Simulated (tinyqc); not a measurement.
Thermal boundary conductance by the acoustic and diffuse mismatch models. Changing the atom density n_1. Computed by tinyqc, a small Python program. Command: `OMP_NUM_THREADS=1 python tinyqc.py 3020338 3020339 out.jsonl kapitza sweep`. One thread of a shared host (Intel(R) Xeon(R) Processor @ 2.30GHz), about 0.01 s of CPU time with the checks.

Each side has one longitudinal and two transverse Debye branches, omega = v q up to q_D = (6 pi^2 n)^(1/3), with n counting all atoms. Scattering at the interface is elastic. Electrons are left out of G, also for metals. Melting is ignored. G refers to the temperatures of the phonons sent towards the interface. Linear branches over all atoms overstate G at high T, most for crystals with several atoms a cell.

Inputs (values chosen for the exercise, for two model solids):
```
quantity                    value     unit
density rho_1                 4.2   g/cm^3
longitudinal velocity vL_1   2530      m/s
transverse velocity vT_1     1080      m/s
density rho_2                  11   g/cm^3
longitudinal velocity vL_2   8290      m/s
transverse velocity vT_2     5270      m/s
atom density n_2              108   1/nm^3
conductivity kappa_2         48.7  W/(m K)
temperature T                  77        K
```

Structure: superlattice.

Constants: hbar = 1.054571817e-34 J s; k_B = 1.380649e-23 J/K.

Method:
- omega_c = v q_D for each branch, given as hbar omega_c/k_B; impedance Z = rho v.
- No mode conversion. t(theta) = 4 Z_1 Z_2 cos(theta_1) cos(theta_2)/N^2, with N = Z_2 cos(theta_1) + Z_1 cos(theta_2) for L (the form for pressure waves) and N = Z_1 cos(theta_1) + Z_2 cos(theta_2) for both T branches (the form for shear waves polarised along the interface); sin(theta_2) = (v_2/v_1) sin(theta_1), and t = 0 beyond the critical angle arcsin(v_1/v_2); the mean over the incoming flux is alpha = 2 int t sin(theta_1) cos(theta_1) d theta_1 (64 Gauss-Legendre points).
- G = (k_B^4 T^3/(8 pi^2 hbar^3)) int W(x) x^4 e^x/(e^x - 1)^2 dx, x = hbar omega/(k_B T). Acoustic mismatch: W = sum over the three branches of alpha(1 to 2)/v_1^2, each up to the lower of its two cut-offs. Diffuse mismatch: W = S_1 S_2/(S_1 + S_2), where S_i sums 1/v^2 over the branches of side i still below their cut-off. Radiation limit: W = min(S_1, S_2). The integral is split at the four cut-offs (64 Gauss-Legendre points a piece, x at most 45).
- Boundary resistance R = 1/G and Kapitza length kappa_2/G use the diffuse value.

One run for each value; columns: (1) atom density n_1 (1/nm^3); (2) G, diffuse mismatch (MW/(m^2 K)); (3) G, acoustic mismatch (MW/(m^2 K)); (4) G, radiation limit (MW/(m^2 K)):
```
(1)       (2)     (3)     (4)
6.2     17.22   1.930   25.66
9.8     25.85   2.943   38.46
15.0    37.17   4.315   55.17
24.0    54.37   6.495   80.42
38.0    76.82   9.530  113.08
60.0   104.99  13.691  153.54
95.0   138.61  19.305  200.84
150.0  175.45  26.574  250.98
```

What does the table show, and why?

Over the rows, G, diffuse mismatch (MW/(m^2 K)) rises from 17.2 to 175 (exponent d ln y / d ln x 0.89 between the first rows and 0.52 between the last); G, acoustic mismatch (MW/(m^2 K)) rises from 1.93 to 26.6 (exponent d ln y / d ln x 0.92 between the first rows and 0.70 between the last); G, radiation limit (MW/(m^2 K)) rises from 25.7 to 251 (exponent d ln y / d ln x 0.88 between the first rows and 0.49 between the last). n_1 enters only through the cut-offs of side 1: it matters while they lie below those of side 2 and within reach of k_B T.

Caution (all rows): kappa_2 is of room-temperature size, so the Kapitza length is only nominal at this T. Caution (all rows): at this temperature short waves carry the heat; linear branches up to q_D overstate their velocity, and inelastic processes, left out here, grow with T.
